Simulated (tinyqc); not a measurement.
Rise against time: self-heating of a transistor with one or more fingers, with temperature-dependent conductivity. Computed by tinyqc, a small Python program. Command: `OMP_NUM_THREADS=1 python tinyqc.py 3006229 3006230 out.jsonl selfheat walk`. One thread of a shared host (Intel(R) Xeon(R) Processor @ 2.30GHz), about 0.05 s of CPU time with the checks.

N long parallel fingers lie on the top face of a slab whose bottom is held at T_0; the top is otherwise insulated, and heat flows in two dimensions. P in W/mm is 1000 P in W/m.

Inputs (values chosen for the exercise, modelled on gallium nitride):
```
quantity,value,unit
conductivity at the base temperature kappa_0,192,W/(m K)
power per gate width P,4.4,W/mm
fingers N,3,-
finger pitch s,11,micrometre
width of the heat source w,0.12,micrometre
substrate thickness t,55,micrometre
phonon free path Lambda,130,nm
heat capacity C,3.01,1e6 J/(m^3 K)
pulse length,0.073,microsecond
```

Power: power rises with temperature.

Method:
- A line source of power P on the top face raises the top at distance x by (P/(pi kappa_0)) g(x), g(x) = -ln tanh(pi x/(4 t)) (the image sum for the slab). On a strip of width w the centre sees the mean of g over the strip, g_0 = 1 + ln(8 t/(pi w)) for w much below t.
- theta_i = (P/(pi kappa_0)) [g_0 + sum over j != i of g(|i - j| s)], with equal powers and constant conductivity; thermal resistance = largest theta/P.
- After switching on, theta(tau) = (P D/kappa_0) int_0^tau X(u) Z(u) du at the hottest finger, D = kappa_0/C; X = sum over fingers at distance x of [erf((x + w/2)/r) - erf((x - w/2)/r)]/(2 w), Z = sum_(j=-200..200) (-1)^j exp(-(2 j t/r)^2)/sqrt(pi D u), r = 2 sqrt(D u); trapezoid rule on 300 points evenly spaced in ln u from u_0 = 1e-3 min(tau, w^2/D) to tau, plus the exact piece 2 sqrt(u_0/(pi D))/w below u_0. Conductivity and power are held at their base values here, and Fourier's law is used even where the diffusion length is near a phonon free path.

diffusivity D = 63.7874 micrometre^2/microsecond

theta of each finger (K): [81.0540, 85.9353, 81.0540]

largest theta = 85.9353 K

Heating curve:
```
time (microsecond),sqrt(D time) (micrometre),rise (K),share of the steady rise
4.70e-05,0.054754,9.9274,0.1155
4.70e-04,0.17315,18.013,0.2096
0.0047,0.54754,26.378,0.307
0.047,1.7315,34.773,0.4046
0.47,5.4754,44.748,0.5207
2.4,12.373,58.109,0.6762
9.5,24.617,72.125,0.8393
28,42.262,82.119,0.9556
71,67.297,85.648,0.9967
```

What follows from these numbers?

Half the steady rise is reached between 0.047 and 0.47 microseconds, and the last row holds 99.7 % of it; the slowest time constant is 4 t^2/(pi^2 D) = 19.2 microseconds. While the diffusion length lies between w and the pitch or thickness, the rise grows as the logarithm of time; once it nears the pitch of 11 micrometre the neighbours add their heat. Caution: the source is narrower than two phonon free paths, so the Fourier result understates the rise at the source.

Extremes, crossings and ranges named in words are read from the listed rows.
